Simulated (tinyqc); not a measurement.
Changing the composition x for the local step: interdiffusion in a binary couple: Darken equations, Kirkendall shift and Boltzmann-Matano analysis. Computed by tinyqc, a small Python program. Command: `OMP_NUM_THREADS=1 python tinyqc.py 3009889 3009890 out.jsonl darken sweep`. One thread of a shared host (Intel(R) Xeon(R) Processor @ 2.30GHz), about 0.08 s of CPU time with the checks.

x is the mole fraction of B; the molar volume is constant, and the two halves are long enough to count as infinite.

Inputs (values chosen for the exercise, for a model alloy A-B): tracer diffusivity D*_A(0) = 7.8e-14 m^2/s; tracer diffusivity D*_B(0) = 3.6e-14 m^2/s; slope k of ln D* with x = -2.4; regular-solution parameter W = -0.046 eV; temperature T = 1330 K; left composition x_L = 0.11; right composition x_R = 0.41; time t = 4500 s.

Vacancy-wind correction: none.

Constants: k_B = 8.617333262e-05 eV/K.

Method:
- D*_i(x) = D*_i(0) exp(k x); thermodynamic factor Phi = 1 - 2 W x (1 - x)/(k_B T); intrinsic D_i = D*_i Phi; interdiffusion D~ = x D_A + (1 - x) D_B.
- With lambda = z/sqrt(t), the profile solves d/dlambda (D~ dx/dlambda) + (lambda/2) dx/dlambda = 0 with x = x_L and x_R far to the left and right; z = 0 is the original interface. It is solved as a boundary-value problem in y = lambda/sqrt(D~ at the mean composition) on -12 < y < 12 (collocation, tolerance 1e-8).
- Read from the profile: the position z(x), the area -int_(x_L)^x z dx and the slope.
- D~(x) = area/(2 t slope), with z counted from the original interface (the Matano plane); 1 um^2 = 1e-12 m^2.

One run for each value; columns: (1) composition x for the local step; (2) interdiffusion coefficient D~ at the local x (m^2/s); (3) thermodynamic factor Phi; (4) position z(x) (um); (5) D~ from the profile (m^2/s):
```
(1)         (2)    (3)     (4)        (5)
0.13  3.310e-14  1.091  -25.03  3.310e-14
0.20  3.100e-14  1.128   -8.06  3.100e-14
0.24  2.970e-14  1.146   -2.10  2.970e-14
0.28  2.834e-14  1.162    3.34  2.834e-14
0.32  2.694e-14  1.175    8.91  2.694e-14
0.35  2.588e-14  1.183   13.71  2.588e-14
0.39  2.447e-14  1.191   23.35  2.447e-14
```

Give the missing row, composition x for the local step = 0.17.

Computed row; columns: (1) composition x for the local step; (2) interdiffusion coefficient D~ at the local x (m^2/s); (3) thermodynamic factor Phi; (4) position z(x) (um); (5) D~ from the profile (m^2/s):
```
(1)         (2)    (3)     (4)        (5)
0.17  3.194e-14  1.113  -13.49  3.194e-14
```

Interpolating between the two neighbouring rows (linearly) misses most in position z(x) (um), by 14 %. Over the rows, interdiffusion coefficient D~ at the local x (m^2/s) falls from 3.31e-14 to 2.45e-14 (exponent d ln y / d ln x -0.13 between the first rows and -0.52 between the last); thermodynamic factor Phi rises from 1.09 to 1.19 (exponent d ln y / d ln x 0.076 between the first rows and 0.065 between the last); position z(x) (um) rises from -25.0 to 23.4. D~ read back from the profile reproduces the local D~.
